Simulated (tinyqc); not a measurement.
Off-state leakage of single and stacked transistors: two steps of the calculation.

n-channel devices of unit width. Subthreshold current I(Vg, Vs, Vd) = I0 (T/300 K)^0.5 exp[(Vg - Vs - VT(T) - gb (Vs - Vb) + dd (Vd - Vs))/(nf Vt)] (1 - exp(-(Vd - Vs)/Vt)), VT(T) = VT - cT (T - 300 K). Gate-edge tunnelling Ig (Vd/1 V) exp(ag (Vd - 1 V)), for a gate at 0 V, and band-to-band leakage Ab u exp(-Bb/u), u = Vd - Vb + 1 V, flow at a drain held at V; both are taken as independent of T. In a stack of off transistors (all gates at 0 V) the same subthreshold current passes through each.

Inputs (values chosen for the exercise); values of the order met in bulk silicon logic transistors: temperature T = 358 K; supply voltage V = 0.9 V; threshold at 300 K, zero drain and body bias VT = 0.33 V; fall of the threshold with temperature cT = 0.7 mV/K; current at threshold at 300 K I0 = 0.24 uA/um; slope factor nf = 1.54; drain-induced lowering per volt dd = 0.12; rise of the threshold per volt of source-body bias gb = 0.11; gate-edge tunnelling current at 1 V Ig = 2e-5 uA/um; exponential slope of the gate current ag = 4.3 1/V; prefactor of band-to-band leakage at the drain Ab = 50 uA/(um V); its exponential voltage Bb = 23 V; body voltage Vb = 0 V.

Constants: q = 1.602176634e-19 C, kB = 1.380649e-23 J/K, Vt = kB T/q. Results are converted to the units shown.

Question 1. Leakage of one transistor. Vg = Vs = 0, Vd = V; effective threshold VT(T) - gb Vb - dd V.

Find: effective threshold; parts; total; shares.

Answer 1.

effective threshold = 0.1814 V
parts (nA/um): subthreshold 5.759, gate edge 0.01171, band-to-band 0.5254
total = 6.296 nA/um
shares (%): subthreshold 91.47, gate edge 0.1860, band-to-band 8.344

The subthreshold part is the largest.

Question 2. New Vx. Stack of two, Vx the node between them: I_low = I(0, 0, Vx), I_up = I(0, Vx, V), f = ln(I_up/I_low), f' = -(1 + gb + 2 dd)/(nf Vt) - 1/(Vt (exp(Vx/Vt) - 1)) - 1/(Vt (exp((V - Vx)/Vt) - 1)), Vx(new) = Vx - f/f'.

Vx after iteration 1 = 0.082504387 V

Give: I_low; I_up; f; f'; Vx after iteration 2.

Answer 2.

I_low = 0.6801 nA/um
I_up = 0.6803 nA/um
f = 2.790e-4
f' = -30.82 1/V
Vx after iteration 2 = 0.08251 V

tinyqc, about 0.03 s, one thread, Intel Xeon 2.30GHz (shared host): `OMP_NUM_THREADS=1 python tinyqc.py 2242175 2242176 out.jsonl`
